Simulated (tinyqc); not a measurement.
Vibrations of a mass or spring defect in a linear chain: one step, computed by the program tinyqc.

A ring of N atoms with nearest-neighbour springs k and motion along the chain. Atom 1 is the defect, of mass M', and its two springs are k'. Odd sites are A (the defect replaces an A atom), even sites B.

Question. Dynamical matrix of the ring. D_ii = (sum of the two springs at i)/M_i, D_ij = -k_ij/sqrt(M_i M_j) for neighbours, closed into a ring.

Inputs (values chosen for the exercise, for a model chain):

| quantity | value | unit |
|---|---|---|
| spring constant k | 12.4 | eV/angstrom^2 |
| mass M_A | 80 | u |
| mass M_B | 235 | u |
| defect mass M' | 31.1 | u |
| spring ratio k'/k at the defect | 1 | - |
| atoms in the ring N | 12 | - |

Host: diatomic.

Give: D.

Answer.

D (eV/(angstrom^2 u)), lower triangle (symmetric):
```
           1         2         3         4         5         6         7         8
1    0.79743
2   -0.14505   0.10553
3    0.00000  -0.09044   0.31000
4    0.00000   0.00000  -0.09044   0.10553
5    0.00000   0.00000   0.00000  -0.09044   0.31000
6    0.00000   0.00000   0.00000   0.00000  -0.09044   0.10553
7    0.00000   0.00000   0.00000   0.00000   0.00000  -0.09044   0.31000
8    0.00000   0.00000   0.00000   0.00000   0.00000   0.00000  -0.09044   0.10553
9    0.00000   0.00000   0.00000   0.00000   0.00000   0.00000   0.00000  -0.09044
10   0.00000   0.00000   0.00000   0.00000   0.00000   0.00000   0.00000   0.00000
11   0.00000   0.00000   0.00000   0.00000   0.00000   0.00000   0.00000   0.00000
12  -0.14505   0.00000   0.00000   0.00000   0.00000   0.00000   0.00000   0.00000

           9        10        11       12
9    0.31000
10  -0.09044   0.10553
11   0.00000  -0.09044   0.31000
12   0.00000   0.00000  -0.09044  0.10553
```
